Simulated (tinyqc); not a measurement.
# Worked calculation: frequency dispersion of an accumulation capacitance by border traps, distributed model

Numbers from tinyqc (`OMP_NUM_THREADS=1 python tinyqc.py 2202177 2202178 out.jsonl`; about 0.5 s on one thread of a shared Intel Xeon 2.30GHz). Printed values are rounded.

Traps spread evenly through the insulator exchange electrons with the semiconductor by tunnelling, with tau(x) = t0 exp(2 ka x) at depth x from the interface. The admittance per area Y seen at depth x obeys dY/dx = -Y^2/(i w eps0 eox) + q Nb ln(1 + i w tau)/tau, with Y(0) = i w Cs and w = 2 pi f; the gate sees Y(tox) = G + i w C. Working variable y = Y/(i w), in uF/cm^2. Cox = eps0 eox/tox.

Parameters, values chosen for the exercise; permittivity close to that of aluminium oxide: relative permittivity of the insulator eox = 8.56; insulator thickness tox = 9.8 nm; semiconductor capacitance in accumulation Cs = 1.9 uF/cm^2; density of border traps Nb = 1.8e19 cm^-3 eV^-1; decay constant of the wave function in the insulator ka = 3.7 1/nm; time constant of a trap at the interface t0 = 2e-11 s; frequency f = 1000 Hz; depth down to which the steps are taken xe = 2.8 nm.

Constants: q = 1.602176634e-19 C, eps0 = 8.8541878128e-14 F/cm where lengths are in cm. Results are converted to the units shown.

## Scales and lumped estimate

Cox; trap-free value 1/(1/Cox + 1/Cs); response depth d = ln(1/(w t0))/(2 ka), where w tau = 1; lumped estimate: all traps within d act as C_bt = q Nb d placed at d/2, so C = 1/{1/[1/(1/Cs + d/(2 eps0 eox)) + C_bt] + (tox - d/2)/(eps0 eox)}.

Cox = 0.773386 uF/cm^2
trap-free C = 0.549653 uF/cm^2
d = 2.14725 nm
C_bt = 0.619250 uF/cm^2
lumped C = 0.615810 uF/cm^2

The traps within reach amount to 0.326 Cs and lie in the first 21.9 % of the insulator.

## Midpoint steps through the active depth

In terms of y: dy/dx = -y^2/(eps0 eox) + s(x), s = q Nb ln(1 + z)/z, z = i w tau. 11 midpoint steps of h = xe/11: y_half = y + (h/2) y'(x, y), y(new) = y + h y'(x + h/2, y_half).

```
point    x (nm)    s (uF/(cm^2 nm))       y (uF/cm^2)
0             0  0.288392+0.000000i  1.90000+0.00000i
1      0.254545  0.288392+0.000000i  1.85520+0.00000i
2      0.509091  0.288392-0.000001i  1.81563+0.00000i
3      0.763636  0.288392-0.000005i  1.78059+0.00000i
4       1.01818  0.288392-0.000034i  1.74949+0.00000i
5       1.27273  0.288392-0.000223i  1.72182-0.00003i
6       1.52727  0.288382-0.001467i  1.69717-0.00016i
7       1.78182  0.287962-0.009629i  1.67515-0.00108i
8       2.03636  0.271670-0.058018i  1.65478-0.00704i
9       2.29091  0.123339-0.111504i  1.61909-0.03221i
10      2.54545  0.022994-0.044646i  1.54837-0.04735i
11          2.8  0.003598-0.011122i  1.47410-0.04806i
```

## Capacitance and conductance at the gate

y at xe = 1.47410-0.04806i uF/cm^2

Beyond xe the traps are ignored, so 1/y(tox) = 1/y(xe) + (tox - xe)/(eps0 eox); C = Re y, G/w = -Im y, loss tangent G/(w C).

y at the gate = 0.624397-0.008615i uF/cm^2
C = 0.624397 uF/cm^2
G/w = 0.00861538 uF/cm^2
loss tangent = 0.0137979

A fine integration over the whole insulator gives C = 0.62458 and G/w = 0.008909 uF/cm^2; the coarse G/w is 3.3 % below that. The fine C is 14 % above the trap-free value, and the lumped estimate is 1.4 % below the fine result.
